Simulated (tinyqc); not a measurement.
Sp3 tight binding, zinc-blende lattice, step by step. One step of it, computed by the program tinyqc.

Question. Levels at k. Diagonalise the Hermitian matrix.

H(k) at k (eV):
```
                      a s                a px                 a py                 a pz
a s            -15.710000            0.000000             0.000000             0.000000
a px             0.000000           -6.110000             0.000000             0.000000
a py             0.000000            0.000000            -6.110000             0.000000
a pz             0.000000            0.000000             0.000000            -6.110000
c s   -3.299692+0.445673i  0.179056-4.728887i  -2.135174+0.396566i  -0.748982+1.130517i
c px  -0.179056+4.728887i  1.272738-0.171903i   0.951805-1.436658i   2.713376-0.503955i
c py   2.135174-0.396566i  0.951805-1.436658i   1.272738-0.171903i  -0.227544+6.009461i
c pz   0.748982-1.130517i  2.713376-0.503955i  -0.227544+6.009461i   1.272738-0.171903i

                      c s                 c px                 c py                 c pz
a s   -3.299692-0.445673i  -0.179056-4.728887i   2.135174+0.396566i   0.748982+1.130517i
a px   0.179056+4.728887i   1.272738+0.171903i   0.951805+1.436658i   2.713376+0.503955i
a py  -2.135174-0.396566i   0.951805+1.436658i   1.272738+0.171903i  -0.227544-6.009461i
a pz  -0.748982-1.130517i   2.713376+0.503955i  -0.227544-6.009461i   1.272738+0.171903i
c s            -14.440000             0.000000             0.000000             0.000000
c px             0.000000            -5.450000             0.000000             0.000000
c py             0.000000             0.000000            -5.450000             0.000000
c pz             0.000000             0.000000             0.000000            -5.450000
```

Give: eigenvalues; weights |c|^2 of the basis functions.

Answer.

eigenvalues (eV): -20.238  -15.628  -12.812  -12.184  -4.225  -2.030  0.766  1.522

weights |c|^2 of the basis functions:
```
      band 1  band 2  band 3  band 4  band 5  band 6  band 7  band 8
a s    0.535   0.253   0.011   0.008   0.137   0.049   0.001   0.004
a px   0.035   0.118   0.064   0.078   0.286   0.340   0.011   0.068
a py   0.002   0.061   0.280   0.126   0.087   0.045   0.181   0.218
a pz   0.003   0.036   0.166   0.312   0.007   0.006   0.281   0.187
c s    0.364   0.376   0.015   0.011   0.189   0.039   0.001   0.004
c px   0.050   0.075   0.059   0.068   0.213   0.448   0.012   0.075
c py   0.005   0.054   0.239   0.124   0.074   0.065   0.201   0.238
c pz   0.005   0.027   0.166   0.272   0.006   0.008   0.310   0.206
```
